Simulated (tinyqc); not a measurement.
# Scattering rates of a carrier in a spherical band by Fermi's golden rule, step by step

A worked calculation. Computed by tinyqc, a small Python program that keeps every step. Command: `OMP_NUM_THREADS=1 python tinyqc.py 3020638 3020639 out.jsonl scatter walk`. One thread of a shared host (Intel(R) Xeon(R) Processor @ 2.30GHz), about 0.01 s of CPU time with the checks. Intermediate numbers are printed to about 7 digits and carried at full precision; extremes and crossings named in words are read from the listed rows.

All processes here are isotropic or elastic, and the rate listed is the momentum relaxation rate.

Inputs (values chosen for the exercise, modelled on electrons in germanium):
```
quantity                                            value       unit
density-of-states mass of one valley m              0.221        m_0
non-parabolicity alpha                               0.59       1/eV
static permittivity eps_s                              16          -
density rho                                          5323     kg/m^3
sound velocity v_l                                   5380        m/s
acoustic deformation potential D_A                     11         eV
phonon energy hbar w                                 32.2        meV
optical or intervalley deformation potential D_o      4.9  1e8 eV/cm
final valleys Z_f                                       3          -
ionised impurity density N_I                      2.1e+17     1/cm^3
temperature T                                         100          K
carrier energy E                                      9.6        meV
neutral impurity density N_n                      6.3e+16     1/cm^3
```

Crystal: non-polar. Band: Kane. Impurity formula: Conwell-Weisskopf. Further scattering: neutral impurities.

Constants: m_0 = 9.1093837015e-31 kg; e = 1.602176634e-19 C; hbar = 1.054571817e-34 J s; k_B = 8.617333262e-05 eV/K; k_B = 1.380649e-23 J/K; hbar = 6.582119569e-16 eV s; eps_0 = 8.8541878128e-12 F/m.

## The band at energy E

Kane band: hbar^2 k^2/(2 m) = E (1 + alpha E), speed v = hbar k/(m (1 + 2 alpha E)), states per spin, volume and energy g(E) = m k (1 + 2 alpha E)/(2 pi^2 hbar^2); overlap factors are set to 1. Masses are multiplied by m_0 and all formulas are in SI units.

wave number k = 0.2366447 1/nm

speed v = 122574.3 m/s

g(E) = 3.516401e+19 1/(eV cm^3)

Non-parabolicity raises g(E) by a factor 1.014 and changes the speed by a factor 0.992 against a parabolic band at the same E.

## Phonon occupation

Phonon occupation N_q = 1/(exp(hbar w/(k_B T)) - 1).

N_q = 0.02441561

Above the threshold emission is favoured over absorption by (N_q + 1)/N_q = exp(hbar w/k_B T) = 42.0, apart from the density of final states.

## Acoustic phonons

Acoustic deformation potential (elastic, equipartition, absorption and emission together): 1/tau = 2 pi k_B T D_A^2 g(E)/(hbar rho v_l^2).

acoustic rate = 3.639654e+11 1/s

## Optical or intervalley phonons

Optical or intervalley deformation potential: 1/tau = (pi Z_f D_o^2/(rho w)) [N_q g(E + hbar w) + (N_q + 1) g(E - hbar w)], with g = 0 below the band edge.

absorption rate = 2.612324e+10 1/s

emission rate = 0 1/s

E lies below hbar w, so emission is forbidden.

## Ionised impurities

Singly charged impurities, momentum relaxation: 1/tau = N_I e^4 m (1 + 2 alpha E) Phi/(8 pi (eps_s eps_0)^2 hbar^3 k^3), with alpha = 0 for a parabolic band. Conwell-Weisskopf: Phi = ln(1 + y^2), y = 4 pi eps_s eps_0 E N_I^(-1/3)/e^2 (largest impact parameter N_I^(-1/3)/2).

y = 1.794594

ionised-impurity rate = 5.174777e+12 1/s

## All rates at E

Neutral impurities (Erginsoy): 1/tau = 20 N_n a_B hbar/m, a_B = 4 pi eps_s eps_0 hbar^2/(m e^2). Rates add: 1/tau_m is the sum, and the mean free path is v tau_m.

Momentum relaxation rates:
```
process               rate (1/s)  share (%)
acoustic            3.639654e+11   4.496982
optical absorption  2.612324e+10  0.3227662
optical emission               0          0
ionised impurity    5.174777e+12   63.93706
neutral impurity    2.528682e+12   31.24319
```

momentum relaxation time tau_m = 123.5552 fs

mean free path = 15.14470 nm

The largest rate is ionised impurity (64 %), then neutral impurity (31 %). Caution: hbar/tau is more than half the carrier energy, so the golden rule and a sharp energy lose their meaning. Caution: Erginsoy's formula holds for k a_B below about 0.5 and for dopants that stay neutral, which means low temperature; elsewhere it is only a rough constant rate.

## Rates against energy

The formulas are those given above.

Momentum relaxation rates (1e12/s) and the total time:
```
E (meV)  acoustic  optical absorption  optical emission  ionised impurity  neutral impurity  tau_m (fs)
3.2      0.208174           0.0238233          0.000000          5.701501          2.528682    118.1728
8.1      0.333592           0.0255959          0.000000          5.523415          2.528682    118.8879
16.0     0.474274           0.0283058          0.000000          3.843690          2.528682    145.4556
29.0     0.650582           0.0324788          0.000000          2.349474          2.528682    179.8168
35.0     0.720866           0.0343168          0.268175          1.964997          2.528682    181.2567
48.0     0.859840           0.0381624          0.649252          1.429337          2.528682    181.6440
71.0     1.079661           0.0446498          1.051527          0.940017          2.528682    177.1625
110.0    1.416310           0.0551506          1.571910          0.574633          2.528682    162.6893
190.0    2.061138           0.0761181          2.486513          0.303382          2.528682    134.1232
320.0    3.112136           0.1110632          3.923066          0.161949          2.528682    101.6581
```

The largest rate is ionised impurity from 3.20 to 16.0, neutral impurity from 29.0 to 190, optical emission at 320 meV. Crossing hbar w = 32.2 meV opens emission: tau_m goes from 180 to 181 fs between the two rows around it. The impurity rate goes between the last rows as E^-1.20; the acoustic rate follows g(E) and grows by a factor 14.9 over the table (10.0 for a parabolic band). At 3.2, 8.1 meV hbar/tau exceeds E/2, so the golden rule loses its meaning there. Erginsoy's formula holds for k a_B below about 0.5 and for dopants that stay neutral, which means low temperature; elsewhere it is only a rough constant rate.
